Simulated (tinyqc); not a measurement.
From results back to parameters: electrons shared among three sets of ellipsoidal valleys. Two cases, with inputs chosen for the exercise.

Problem. An ellipsoidal valley with ml > mt has m_d = (ml mt^2)^(1/3) and 1/m_c = (1/ml + 2/mt)/3.
Find: K = ml/mt; ml; mt.

Method. m_d/m_c = K^(1/3) (2 + 1/K)/3 rises steadily for K > 1, so it fixes K; then mt = m_d/K^(1/3) and ml = K mt.

Case 1.

m_d = 0.299302 m0
m_c = 0.180392 m0

Solution.

K = ml/mt = 13.86
ml = 1.727 m0
mt = 0.1246 m0

Case 2.

m_d = 0.222103 m0
m_c = 0.111207 m0

Solution.

K = ml/mt = 25.36
ml = 1.917 m0
mt = 0.0756 m0

Computed by tinyqc, one run a case: `OMP_NUM_THREADS=1 python tinyqc.py N N+1 out.jsonl` with N = 1681353, 1681398; one thread of a shared Intel(R) Xeon(R) Processor @ 2.30GHz, about 0.01 s a run at most.
